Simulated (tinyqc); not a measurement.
From results back to parameters: linear model of a band gap against the share of exact exchange. Three cases, with inputs chosen for the exercise.

Problem. Gap and optical dielectric constant were computed at two shares alpha. They follow E = E0 + S alpha and eps = 1 + (e0 - 1)(EP/(EP + S alpha))^2.

Find: S; E0; EP; e0.

Method. The two gaps give S and E0. With q = sqrt((eps1 - 1)/(eps2 - 1)) = (EP + S alpha2)/(EP + S alpha1), EP = S (alpha2 - q alpha1)/(q - 1); e0 follows from either eps.

Case 1.

Values chosen (out of a larger set: of the order of those of SiO2; not measured data): al12 = (0.15, 0.3) (two shares of exact exchange).

gaps (eV): 6.89500  8.32000

eps: 2.330993  2.218358

Solution.

S = 9.50 eV
E0 = 5.47 eV
EP = 30.1 eV
e0 = 2.46

Case 2.

Values chosen (out of a larger set: of the order of those of GaN; not measured data): al12 = (0.25, 0.35) (two shares of exact exchange).

gaps (eV): 3.67500  4.39700

eps: 4.902521  4.661634

Solution.

S = 7.22 eV
E0 = 1.87 eV
EP = 20.5 eV
e0 = 5.62

Case 3.

Values chosen (out of a larger set: of the order of those of Ge; not measured data): al12 = (0.15, 0.35) (two shares of exact exchange).

gaps (eV): 0.86000  1.90000

eps: 14.819523  12.198588

Solution.

S = 5.20 eV
E0 = 0.08 eV
EP = 8.6 eV
e0 = 17.44

Computed by tinyqc, one run a case: `OMP_NUM_THREADS=1 python tinyqc.py N N+1 out.jsonl` with N = 1880706, 1880774, 1880781; one thread of a shared Intel(R) Xeon(R) Processor @ 2.30GHz, about 0.01 s a run at most.
